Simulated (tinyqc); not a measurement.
From one set of inputs to another, one input at a time: gas flow in a process chamber: flow regimes, conductance, effective pumping speed, pump-down, outgassing and purge. Computed by tinyqc, a small Python program. Command: `OMP_NUM_THREADS=1 python tinyqc.py 3121565 3121566 out.jsonl pump ladder`. One thread of a shared host (Intel(R) Xeon(R) Processor @ 2.30GHz), about 0.01 s of CPU time with the checks.

Ideal gas, isothermal flow, a pump of constant speed at the end of a round pipe; process gas, volume gas and outgassing are given the same properties. 1 sccm = 101325 Pa x 1e-6 m^3/60 s x T/273.15 K.

The inputs printed are set A. Set A is modelled on oxygen near room temperature; the values taken over come from a set modelled on water vapour near room temperature. Inputs not listed in the table keep their values of set A, so the rows need not describe a real material.

Inputs (values chosen for the exercise, modelled on oxygen near room temperature):
```
quantity,value,unit
molar mass M,32,g/mol
molecular diameter,0.36,nm
viscosity eta,20.6,micropascal s
temperature T,350,K
chamber volume V,36,L
wall area,1.2,m^2
pipe diameter d,16,cm
pipe length l,130,cm
pump speed S,1500,L/s
process gas flow,13,sccm
outgassing rate after 1 h,1.5e-05,Pa m^3/(s m^2)
outgassing exponent n,0.88,-
target base pressure,3e-05,Pa
```

Constants: k_B = 1.380649e-23 J/K; u = 1.6605390666e-27 kg.

Method:
- Mean speed c = sqrt(8 k_B T/(pi m)); aperture conductance C_a = c pi d^2/16; molecular pipe C_m = C_a/(1 + 3 l/(4 d)) (Dushman form); viscous pipe C_v = pi d^4 p_mean/(128 eta l); Knudsen interpolation C = C_v + C_m (1 + x)/(1 + 1.24 x), x = d p_mean sqrt(m/(k_B T))/eta.
- Effective speed 1/S_eff = 1/S + 1/C_m; time constant V/S_eff; pressure at which the free path k_B T/(sqrt2 pi d_m^2 p) equals d.
- Steady flow: the pump inlet is at p_2 = Q/S, and the chamber pressure p_1 solves Q = C((p_1 + p_2)/2) (p_1 - p_2). Residence time = p_1 V/Q.
- Knudsen number = free path at the mean pressure over d.
- From the outgassing limit: t = 1 h x (q_1 A/(S_eff p_target))^(1/n) - 10 s; monolayer time at the target = 1e19 m^-2 x 4 k_B T/(p c) for unit sticking.

Each row keeps all changes above it:
```
input moved,from,to,S_eff in molecular flow (L/s),residence time (s),time to the target (h)
set A,-,-,277.8,0.13179,2.3959
pipe diameter d (cm),16,25,668.3,0.05466,0.8820
molar mass M (g/mol),32,18.02,775.6,0.04727,0.7442
outgassing exponent n,0.88,0.77,775.6,0.04727,0.7137
chamber volume V (L),36,160,775.6,0.21009,0.7137
pump speed S (L/s),1500,2900,1033.6,0.15874,0.4907
outgassing rate after 1 h (Pa m^3/(s m^2)),1.5e-05,1.8e-05,1033.6,0.15874,0.6225
wall area (m^2),1.2,1.8,1033.6,0.15874,1.0559
```

S_eff in molecular flow goes from 278 to 1030, a factor 3.72 in all. The largest single move comes from pipe diameter d (a factor 2.41). Residence time goes from 0.132 to 0.159, a factor 1.20 in all. The largest single move comes from chamber volume V (a factor 4.44), and pipe diameter d works against it (a factor 0.415). Time to the target goes from 2.40 to 1.06, a factor 0.441 in all. The largest single move comes from pipe diameter d (a factor 0.368), and wall area works against it (a factor 1.70). The single moves hold for this order of the switches; the total does not depend on the order.

Extremes, crossings and ranges named in words are read from the listed rows.
